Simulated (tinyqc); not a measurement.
Inside a calculation. Model: single-oscillator infrared dielectric function of a polar cubic crystal. Computed by tinyqc, a small Python program that keeps every step. Command: `OMP_NUM_THREADS=1 python tinyqc.py 3000824 3000825 out.jsonl infrared walk`. One thread of a shared host (Intel(R) Xeon(R) Processor @ 2.30GHz), about 0.01 s of CPU time with the checks. Intermediate numbers are printed to about 5 digits and carried at full precision; extremes and crossings named in words are read from the listed rows.

One ion pair, charges +Z* and -Z*, in a cell of volume Omega = a^3. Frequencies omega are given as wavenumbers (1/cm); eps_s is the static dielectric constant.

Inputs (values chosen for the exercise, modelled on caesium chloride):
```
quantity                         value      unit
lattice constant a                4.12  angstrom
mass M_A                         132.9         u
mass M_B                         35.45         u
omega_TO                          97.7      1/cm
Born charge Z*                    1.28         e
eps_inf                           2.62         -
phonon damping gamma               6.5      1/cm
probe frequency / omega_TO        1.53         -
eps_m of the surrounding medium    3.9         -
```

Structure: caesium chloride. Free carriers: absent.

Constants: nu for 1 eV/(angstrom^2 u) = 15.6333042 THz; 1 THz = 33.35640952 1/cm; e^2/(4 pi eps_0) = 14.39964548 eV angstrom.

## LO frequency and static constant from the Born charge

mu = M_A M_B/(M_A + M_B); ionic plasma term W^2 = 4 pi Z*^2 (e^2/(4 pi eps_0))/(Omega mu) in eV/(angstrom^2 u), turned into 1/cm by W = 15.6333042 x 33.35640952 x sqrt(W^2); omega_LO^2 = omega_TO^2 + W^2/eps_inf; eps_s = eps_inf + W^2/omega_TO^2; Szigeti charge 3 Z*/(eps_inf + 2); longitudinal (Callen) charge Z*/eps_inf.

reduced mass mu = 27.985 u

W = 202.96 1/cm

omega_LO = 158.96 1/cm

eps_s = 6.9355

Szigeti charge = 0.83117 e

Callen charge = 0.48855 e

omega_LO/omega_TO = 1.627; the ions supply 62 % of eps_s, as in a strongly ionic or soft-mode crystal.

## Optical constants at the probe frequency

eps(omega) = eps_inf + W^2/(omega_TO^2 - omega^2 - i gamma omega); n + i k = sqrt(eps) with k >= 0; R = |(n + i k - 1)/(n + i k + 1)|^2 at normal incidence from vacuum. omega is the probe ratio times omega_TO. Intensity decays over 1/(4 pi omega k); the loss function is Im(-1/eps).

omega = 149.481 1/cm

Re eps = -0.57993

Im eps = 0.24292

n = 0.15624

k = 0.77740

reflectivity R = 0.67807

penetration depth of the intensity = 6.8480 micrometre

loss function = 0.61446

Re eps is negative: the wave is evanescent and the crystal reflects like a metal.

## Spectrum around the optical phonon

The loss function is Im(-1/eps).

Spectrum:
```
omega (1/cm)    Re eps     Im eps          R  Im(-1/eps)
48.9            8.3666    0.25532    0.23652   0.0036440
83              17.513     3.0249    0.38169   0.0095764
94.8            35.883     36.715    0.59699    0.013931
97.7              2.62     64.866    0.70023    0.015391
113            -9.5275     2.7677    0.84968    0.028118
128            -3.3156    0.72213    0.83529    0.062713
147           -0.77332    0.26877    0.71580     0.40099
159           0.013449    0.17119    0.31634      5.8055
162            0.16294    0.15494    0.16347      3.0647
168            0.42217    0.12849   0.046151     0.65980
183            0.90383   0.085258  0.0011371     0.10345
238             1.7463   0.028696   0.019204   0.0094070
397             2.3419  0.0048473   0.043927  8.8383e-04
```

R peaks among these rows at 113 per cm with 0.85 and is lowest, 0.001, at 183; far above omega_LO it tends to ((sqrt(eps_inf) - 1)/(sqrt(eps_inf) + 1))^2 = 0.056. Im eps is largest at 97.7 and the loss function at 159: absorption marks the TO mode and the loss function the LO mode. Re eps is negative in some rows, where R averages 0.80.

## Surface and particle modes

Without damping, eps(omega) = -x eps_m gives omega^2 = omega_TO^2 (eps_s + x eps_m)/(eps_inf + x eps_m): x = 1 for a flat surface at large wave vector, x = 2 for the dipole mode of a small sphere. The reflectivity R for light from vacuum (not from the medium eps_m) vanishes where eps = 1, omega^2 = omega_TO^2 (eps_s - 1)/(eps_inf - 1).

surface mode = 125.95 1/cm

sphere mode = 116.18 1/cm

zero of R = 187.01 1/cm

Both modes lie between omega_TO and omega_LO, at 46 % and 30 % of the way up.

## Phonon polaritons

Transverse waves without damping obey Q^2 = omega^2 eps(omega), Q = wave vector/(2 pi) in 1/cm: eps_inf omega^4 - (eps_inf omega_LO^2 + Q^2) omega^2 + Q^2 omega_TO^2 = 0.

Branches (1/cm):
```
Q     lower branch  upper branch  Q/sqrt(eps_s)  Q/sqrt(eps_inf)
26           9.841         159.5           9.87             16.1
77          28.431         163.5          29.24             47.6
150         51.232         176.7          56.96             92.7
260         73.429         213.7          98.73            160.6
390         85.370         275.7         148.09            240.9
640         92.882         415.9         243.02            395.4
1300        96.514         813.0         493.63            803.1
2600        97.403        1611.2         987.27           1606.3
```

The lower branch starts as light slowed by sqrt(eps_s) (0.997 of that line) and ends at 0.997 omega_TO; the upper starts at 1.003 omega_LO and ends at 1.003 of the light line with eps_inf. No branch lies between omega_TO and omega_LO.

Checks made by the program: Lyddane-Sachs-Teller relation eps_s/eps_inf = (omega_LO/omega_TO)^2 (relative difference below 1e-10).
